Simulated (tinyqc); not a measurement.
Worked calculation: shallow donor in effective-mass theory, with valley-orbit splitting. Values are carried at full precision from step to step, so a last printed digit may differ when a step is redone from the rounded ones.

Constants: Ry = 13.60569312 eV; a0 (Bohr radius) = 0.5291772105 angstrom; hbar^2/2m0 = 3.80998211 eV angstrom^2; e^2/(4 pi eps0) = 14.39964547 eV angstrom.

Parameters, chosen for this exercise (near those of a group-V donor in Si; the results hold for these values, not for the real material):
- ml = 0.906 m0 (longitudinal mass)
- mt = 0.183 m0 (transverse mass)
- eps = 11.3 (dielectric constant)
- a = 19.6 angstrom (trial radius across the axis)
- b = 14.1 angstrom (trial radius along the axis)
- E0 = -30.7 meV (single-valley level)
- D0 = 3.77 meV (central-cell shift)
- D1 = 2.27 meV (coupling of perpendicular valleys)
- D2 = 1.56 meV (coupling of opposite valleys)
- Ds = 36.6 meV (strain splitting: z valleys less the others)

## Hydrogen-like estimates

Ry* = Ry m/eps^2 and a* = a0 eps/m for four choices of one mass: mt, the conductivity mass 3/(1/ml + 2/mt), the density-of-states mass (ml mt^2)^(1/3), and ml.

Estimates:
```
mass               m (m0)  Ry* (meV)  a* (angstrom)
mt                 0.1830      19.50          32.68
conductivity       0.2493      26.57          23.98
density of states  0.3119      33.23          19.17
ml                 0.9060      96.54           6.60
```

## Energy of one trial function

One valley: H = -c [(d2/dx2 + d2/dy2)/mt + (d2/dz2)/ml] - q/(eps r), c = hbar^2/2m0, q = e^2/(4 pi eps0). Trial function exp(-sqrt((x^2 + y^2)/a^2 + z^2/b^2)) with a > b: T = (c/3)(2/(mt a^2) + 1/(ml b^2)), V = -(q/eps) atan(u/b)/u, u = sqrt(a^2 - b^2). The central cell of the impurity is left out.

Evaluate T, V and E. Scaling both radii by f changes T to T/f^2 and V to V/f, so the best factor is f = -2T/V, with energy -V^2/(4T).

T = 43.181 meV
V = -71.873 meV
E = -28.693 meV
best scale factor = 1.2016
energy after scaling = -29.908 meV

The virial ratio -V/T is 1.664; it is 2 at the best scale. Scaling gains 1.215 meV.

## Scan over the shape

For each ratio b/a = 0.2, 0.3, ..., 0.9 the best scale follows from a = -2 T1/V1, with T1 and V1 taken at a = 1 angstrom.

Scan:
```
b/a  a (angstrom)  b (angstrom)  E (meV)
0.2         54.94         10.99  -16.210
0.3         34.83         10.45  -24.279
0.4         28.09         11.24  -28.688
0.5         25.29         12.65  -30.461
0.6         24.07         14.44  -30.688
0.7         23.59         16.51  -30.083
0.8         23.52         18.81  -29.058
0.9         23.68         21.31  -27.844
```

The best listed ratio is 0.6; (mt/ml)^(1/2) = 0.45 and (mt/ml)^(1/3) = 0.59 are common guesses.

## The minimum

Minimise over a and b. The Mott estimate n_c = (0.25/a_m)^3 uses a_m = (a^2 b)^(1/3); 1/angstrom^3 = 1e24/cm^3.

a = 24.34 angstrom
b = 13.85 angstrom
E = -30.733 meV
a_m = 20.17 angstrom
n_c = 1.90 x 1e18/cm^3

b/a = 0.569. The binding energy is 1.576 times Ry*(mt). The central cell of a real donor shrinks the orbit and raises n_c (3.7 x 1e18/cm^3 for P in Si).

## The valley-orbit matrix

Basis: the 1s envelopes of the valleys +x, -x, +y, -y, +z, -z. Diagonal E0 - D0, element -D2 between opposite valleys and -D1 between perpendicular ones. Strain along [001] adds 2 Ds/3 to the z valleys and -Ds/3 to the others.

Fill it in with the strain.

H (meV):
```
         +x       -x       +y       -y       +z       -z
+x  -46.670   -1.560   -2.270   -2.270   -2.270   -2.270
-x   -1.560  -46.670   -2.270   -2.270   -2.270   -2.270
+y   -2.270   -2.270  -46.670   -1.560   -2.270   -2.270
-y   -2.270   -2.270   -1.560  -46.670   -2.270   -2.270
+z   -2.270   -2.270   -2.270   -2.270  -10.070   -1.560
-z   -2.270   -2.270   -2.270   -2.270   -1.560  -10.070
```

## Levels and ground state

Diagonalise. For the lowest state give the amplitudes (positive) and (sum of amplitudes)^2/6, the contact density relative to no strain.

levels (meV): -53.749  -45.110  -45.110  -43.690  -10.651  -8.510

amplitudes: +x 0.4943, -x 0.4943, +y 0.4943, -y 0.4943, +z 0.1066, -z 0.1066

relative contact density = 0.7996

The z valleys hold 2.3 % of the ground state, against 33.3 % without strain.

## Checks

- Energy from 21 anisotropic Gaussians against the two-parameter function, meV: -30.77 against -30.73.
- Unstrained levels against E0 - D0 - 4 D1 - D2 (A1), E0 - D0 + D2 (T2, threefold) and E0 - D0 + 2 D1 - D2 (E, twofold): they agree to 1e-10 or better.

(tinyqc, `OMP_NUM_THREADS=1 python tinyqc.py 1280867 1280868 out.jsonl`, Intel(R) Xeon(R) Processor @ 2.30GHz, 1 thread, shared host, about 0.01 s.)
